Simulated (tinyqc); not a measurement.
Landau coefficient from the swing.

Question. Below threshold and near Q = 0, a ferroelectric film of thickness tf changes the swing n Vt ln 10 by the factor 1 + 2 al tf Cp, and al = -3 sqrt(3) Ec/(4 Pr) (1 nm times 1 kV/cm is 1e-4 V). Find n, al and Pr.

Parameters, values chosen for the exercise:
```
symbol,value,unit,meaning
T,273,K,temperature
Ec,1200,kV/cm,coercive field
Cp,0.73,uF/cm^2,overlap capacitance per gate area
```

Constants: q = 1.602176634e-19 C, kB = 1.380649e-23 J/K, Vt = kB T/q. Results are converted to the units shown.

swing without the film and with tf = 5.4 nm (mV/decade): [62.836099, 55.113580]

Solution. The first swing gives n, the ratio of the two gives al, and Ec then gives Pr.

n = 1.16
al = -156 kV cm/uC
Pr = 10.0 uC/cm^2

Program tinyqc, `OMP_NUM_THREADS=1 python tinyqc.py 2860038 2860039 out.jsonl`; Intel Xeon 2.30GHz, shared host, one thread, about 0.02 s.
